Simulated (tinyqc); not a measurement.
# Worked calculation: planar ballistic transistor, top-of-the-barrier model

Computed by the program tinyqc: `OMP_NUM_THREADS=1 python tinyqc.py 2400073 2400074 out.jsonl`, one thread of a shared Intel Xeon 2.30GHz, about 0.01 s for the whole run. Printed values are rounded.

At the top of the source barrier, states moving towards the drain are filled by the source (Fermi level 0) and states moving back by the drain (Fermi level -q Vd); nothing scatters. U is the shift of the band edge there, set by the capacitances CG, CD and CS (the total) and by the charge. Parabolic two-dimensional band; the source is grounded.

Values chosen for this exercise; mass and valleys close to those of indium arsenide:

| symbol | value | unit | meaning |
|---|---|---|---|
| T | 300 | K | temperature |
| m | 0.0286 | m0 | effective mass |
| gv | 1 |  | valley degeneracy |
| eox | 3.9 |  | relative permittivity of the gate insulator |
| tox | 2.1 | nm | insulator thickness |
| aG | 0.93 |  | gate control CG/CS |
| aD | 0.05 |  | drain control CD/CS |
| E0 | 0.39 | eV | band edge at the barrier top above the source Fermi level at zero bias |
| Vg | 0.44 | V | gate voltage |
| Vd | 0.6 | V | drain voltage |

Constants: q = 1.602176634e-19 C, kB = 1.380649e-23 J/K, hbar = 1.054571817e-34 J s, m0 = 9.1093837015e-31 kg, Vt = kB T/q, eps0 = 8.8541878128e-14 F/cm where lengths are in cm. Results are converted to the units shown.

## Density of states, capacitances and charge at zero bias

N0 = gv m kB T/(pi hbar^2), CG = eps0 eox/tox, vT = sqrt(2 kB T/(pi m)), CS = CG/aG, n0 = n at U = 0 and Vd = 0. eta1 = -(E0 + U)/Vt, eta2 = eta1 - Vd/Vt, n = (N0/2)[F_0(eta1) + F_0(eta2)], F_0(x) = ln(1 + exp x). UL = -(aG Vg + aD Vd).

N0 = 3.088569e11 cm^-2
CG = 1.644349 uF/cm^2
CS = 1.768117 uF/cm^2
n0 = 86705.30 cm^-2
UL = -0.4392 eV

## Iteration 1: self-consistent potential at the barrier top

U at the start (U = UL) = -0.4392 eV

eta1 = -(E0 + U)/Vt, eta2 = eta1 - Vd/Vt, n = (N0/2)[F_0(eta1) + F_0(eta2)], F_0(x) = ln(1 + exp x). U(out) = UL + q (n - n0)/CS. U(new) = U + 0.5 (U(out) - U).

eta1 = 1.903141
eta2 = -21.30590
n = 3.153614e11 cm^-2
U(out) = -0.4106236 eV
U after iteration 1 = -0.4249118 eV

## Iteration 2: self-consistent potential at the barrier top

As before.

eta1 = 1.350448
eta2 = -21.85859
n = 2.441305e11 cm^-2
U(out) = -0.4170782 eV
U after iteration 2 = -0.4209950 eV

## Course of the iteration: self-consistent potential at the barrier top

Stop when U changes by less than 1e-9 eV, or after 90 iterations.

Course of the iteration:
```
iteration      U (eV)  |change| (eV)
1          -0.4249118         0.0143
2          -0.4209950        3.92e-3
3          -0.4198650        1.13e-3
4          -0.4195337        3.31e-4
5          -0.4194362        9.75e-5
6          -0.4194074        2.88e-5
7          -0.4193989        8.49e-6
8          -0.4193964        2.50e-6
9          -0.4193957        7.39e-7
10         -0.4193955        2.18e-7
11         -0.4193954        6.43e-8
12         -0.4193954        1.90e-8
13         -0.4193954        5.60e-9
14         -0.4193954        1.65e-9
15         -0.4193954       4.88e-10
```

Converged in 15 iterations. At the end each change is about 0.30 times the one before: linear convergence.

## Current, mean velocity and share of the gate voltage

converged U = -0.4193954 eV

N0 = gv m kB T/(pi hbar^2), CG = eps0 eox/tox, vT = sqrt(2 kB T/(pi m)), CS = CG/aG, n0 = n at U = 0 and Vd = 0. eta1 = -(E0 + U)/Vt, eta2 = eta1 - Vd/Vt, n = (N0/2)[F_0(eta1) + F_0(eta2)], F_0(x) = ln(1 + exp x). I = q (N0/2) vT [F_(1/2)(eta1) - F_(1/2)(eta2)] per width, F_(1/2)(x) = (2/sqrt(pi)) int_0^infinity u^(1/2)/(1 + exp(u - x)) du. Mean velocity I/(q n). CQ = (q/Vt) dn/d(eta1); the band edge follows the gate as -dU/dVg = aG/(1 + CQ/CS).

eta1 = 1.137065
n = 2.185582e11 cm^-2
I = 135.4358 uA/um
mean velocity = 3.867729e7 cm/s
CQ = 0.7246361 uF/cm^2
-dU/dVg = 0.6596517 eV/V

The carriers from the source are near degeneracy (eta1 = 1.14), and the mean velocity is 1.22 times vT = sqrt(2 kB T/(pi m)) = 3.18e7 cm/s.
